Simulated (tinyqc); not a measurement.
# Inputs raised by 5 %, one at a time

Model: single-band model of a thermoelectric material. Computed by tinyqc, a small Python program. Command: `OMP_NUM_THREADS=1 python tinyqc.py 3000680 3000681 out.jsonl thermo sens`. One thread of a shared host (Intel(R) Xeon(R) Processor @ 2.30GHz), about 0.02 s of CPU time with the checks.

One spherical band, one scattering law, no minority carriers and no phonon drag. In a real material minority carriers limit |S| to about E_g/(2 e T), so larger values are formal. eta = E_F/(k_B T) is counted from the band edge; f = 1/(1 + exp(x - eta)).

Inputs (values chosen for the exercise, for a model material):
```
quantity,value,unit
density-of-states mass m,0.39,m_0
mobility parameter mu_300,1700,cm^2/(V s)
temperature exponent p,1.5,-
lattice thermal conductivity kappa_L,1.3,W/(m K)
carrier density n,7.1e+17,1/cm^3
temperature T,430,K
```

Band: parabolic. Scattering: acoustic phonons, r = -0.5.

Constants: m_0 = 9.1093837015e-31 kg; k_B = 1.380649e-23 J/K; hbar = 1.054571817e-34 J s; k_B = 8.617333262e-05 eV/K; e = 1.602176634e-19 C.

Method:
- With x = E/(k_B T), a = alpha k_B T (0 for a parabolic band), G = x (1 + a x), D = 1 + 2 a x and <y> = int y f (1 - f) dx, f = 1/(1 + exp(x - eta)): tau = tau_0 G^r/D; transport function s = G^(3/2 + r)/D^2; n = N_0 <G^(3/2)> with N_0 = (2 m k_B T)^(3/2)/(3 pi^2 hbar^3).
- Integrals over x = E/(k_B T) use 160 Gauss-Legendre points in u = sqrt(x) from 0 to sqrt(max(eta, 0) + 32).
- Solve for eta.
- sigma = e mu_0 N_0 <s> with mu_0 = e tau_0/m = mu_300 (T/300 K)^(-p); |S| = (k_B/e)(<x s>/<s> - eta); Lorenz number L = (k_B/e)^2 (<x^2 s>/<s> - (<x s>/<s>)^2); kappa_e = L sigma T; zT = S^2 sigma T/(kappa_L + kappa_e).
- Hall factor r_H = <G^(3/2)> <G^(3/2 + 2r)/D^4>/<s>^2; drift mobility sigma/(n e) with n = N_0 <G^(3/2)>; power factor S^2 sigma.

Runs:
```
input moved,from,to,Seebeck coefficient |S| (microvolt/K),conductivity sigma (S/cm),zT,Lorenz number L (1e-8 V^2/K^2)
base run,-,-,405.2,83.95,0.4378,1.498
density-of-states mass m (m_0),0.39,0.4095,411.5,84.00,0.4517,1.497
mobility parameter mu_300 (cm^2/(V s)),1700,1785,405.2,88.14,0.4588,1.498
lattice thermal conductivity kappa_L (W/(m K)),1.3,1.365,405.2,83.95,0.4177,1.498
carrier density n (1/cm^3),7.1e+17,7.455e+17,401.1,88.10,0.4492,1.498
temperature T (K),430,451.5,411.5,78.08,0.4412,1.497
temperature exponent p,1.5,1.575,405.2,81.71,0.4266,1.498
```

Exponents ln(y'/y) / ln(x'/x):
```
input,Seebeck coefficient |S|,conductivity sigma,zT,Lorenz number L
density-of-states mass m,0.314,0.014,0.641,-0.012
mobility parameter mu_300,0.000,1.000,0.959,0.000
lattice thermal conductivity kappa_L,0.000,0.000,-0.961,0.000
carrier density n,-0.212,0.990,0.526,0.008
temperature T,0.314,-1.486,0.161,-0.012
temperature exponent p,0.000,-0.553,-0.532,0.000
```

To which inputs is each result most sensitive?

Among the inputs moved here: Seebeck coefficient |S| answers most in size to density-of-states mass m (exponent +0.314), and about equally to temperature T (+0.314); its exponent is below 0.0005 for mobility parameter mu_300, lattice thermal conductivity kappa_L, temperature exponent p. Conductivity sigma answers most in size to temperature T (exponent -1.486), next to mobility parameter mu_300 (+1.000); its exponent is below 0.0005 for lattice thermal conductivity kappa_L. Its exponent +1.000 in mobility parameter mu_300: sigma is proportional to tau_0. Its exponent +0.990 in carrier density n: the mobility hardly depends on n here. zT answers most in size to lattice thermal conductivity kappa_L (exponent -0.961), and about equally to mobility parameter mu_300 (+0.959). Its exponent -0.961 in lattice thermal conductivity kappa_L: the lattice carries nearly all the heat. Lorenz number L answers most in size to density-of-states mass m (exponent -0.012), and about equally to temperature T (-0.012); its exponent is below 0.0005 for mobility parameter mu_300, lattice thermal conductivity kappa_L, temperature exponent p.
